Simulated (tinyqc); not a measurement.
Band-to-band tunnelling in a uniform field: complex band structure along [001] in sp3s* tight binding.

For k = (0, 0, kz) the phase sums are g0 = cos(phi) and g3 = i sin(phi), phi = kz a/4, and the s, pz, s* orbitals of anion (a) and cation (c) decouple from px, py. With z = exp(i phi), H(z) = H0 + z T + T^T/z for any complex z. H0 is diagonal (Esa, Epa, Exa, Esc, Epc, Exc). The anion-cation block is B(z) = z U + W/z and the cation-anion block z W^T + U^T/z, where U has Vss/2 (s,s), Vsapc/2 (s,z), -Vscpa/2 (z,s), Vxx/2 (z,z), Vxapc/2 (s*,z), -Vpaxc/2 (z,s*), and W has the same values with the s-z and s*-z signs reversed. |z| = 1 is a band state, |z| < 1 decays along [001] as exp(-kappa d) over a distance d, kappa = -(4/a) ln|z|. No spin-orbit coupling.

Constants: hbar^2/2m0 = 3.80998211 eV angstrom^2.

Values chosen for the exercise (out of a larger set: near a published set for InAs, fitted to gaps, whose masses and valley positions are rough (light masses up to twice too heavy); not measured data): p = (-9.573, 0.908, -2.703, 3.711, 7.451, 6.785, -5.643, 1.833, 4.469, 3.05, 5.471, 3.364, 3.896) eV (order Esa, Epa, Esc, Epc, Exa, Exc, Vss, Vxx, Vxy, Vsapc, Vscpa, Vxapc, Vpaxc); a = 6.061 angstrom (lattice constant).

Ev = 0.00210 eV
EG (direct gap) = 0.46616 eV

masses of this model, from the curvature at Gamma (m0): m_lh 0.03099, m_e 0.03336

WKB at zero transverse momentum: T = exp(-2 I/(eF)), I = integral of kappa dE across the direct gap (8 Gauss-Legendre points in theta, E = EG sin^2 theta, 0 to pi/2); 1 MV/cm = 0.01 V/angstrom. The two-band form gives I = (pi/8) sqrt(m/c) EG^(3/2) with m = 2 m_lh m_e/(m_lh + m_e).

Tunnelling:
```
F (MV/cm)  path EG/eF (angstrom)  exponent 2I/eF  T, tight binding  T, two-band
0.50                        93.2           4.589            0.0102       0.0101
0.75                        62.2           3.059            0.0469       0.0468
1.00                        46.6           2.294             0.101        0.101
1.50                        31.1           1.530             0.217        0.216
2.00                        23.3           1.147             0.318        0.317
3.00                        15.5           0.765             0.465        0.465
4.00                        11.7           0.574             0.564        0.563
```

I, tight binding = 0.011471 eV/angstrom
I, two-band = 0.011479 eV/angstrom

What does the comparison show, and why?

The two-band integral is +0.06 % from the tight-binding one, which makes the two-band T 0.9971 times the other at 0.5 MV/cm and 0.9996 times at 4 MV/cm. Doubling the field from 1 to 2 MV/cm halves the exponent and raises T by a factor 3.15. Where the exponent falls below about 2 the WKB form is only a guide.

Computed by tinyqc, a small Python program: `OMP_NUM_THREADS=1 python tinyqc.py 1451831 1451832 out.jsonl` (the numbers bound the seed that draws the inputs); one thread of a shared host (Intel(R) Xeon(R) Processor @ 2.30GHz), about 0.02 s for the whole set of steps.
